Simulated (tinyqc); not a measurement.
Inside a calculation. Method: plane-wave Kohn-Sham cycle with exchange-only LDA in a layered model solid. One step of it, computed by the program tinyqc.

Question. Iteration 1: levels at that k. Diagonalise the Hermitian matrix.

H (hartree):
```
,-3,-2,-1,+0,+1,+2,+3
-3,0.886641,-0.240000,0.035000,0.000000,0.000000,0.000000,0.000000
-2,-0.240000,0.276852,-0.240000,0.035000,0.000000,0.000000,0.000000
-1,0.035000,-0.240000,-0.076184,-0.240000,0.035000,0.000000,0.000000
+0,0.000000,0.035000,-0.240000,-0.172467,-0.240000,0.035000,0.000000
+1,0.000000,0.000000,0.035000,-0.240000,-0.011996,-0.240000,0.035000
+2,0.000000,0.000000,0.000000,0.035000,-0.240000,0.405229,-0.240000
+3,0.000000,0.000000,0.000000,0.000000,0.035000,-0.240000,1.079207
```

Give: eigenvalues.

Answer.

eigenvalues (hartree): -0.4585  -0.1944  0.0661  0.3418  0.4815  0.9838  1.1670
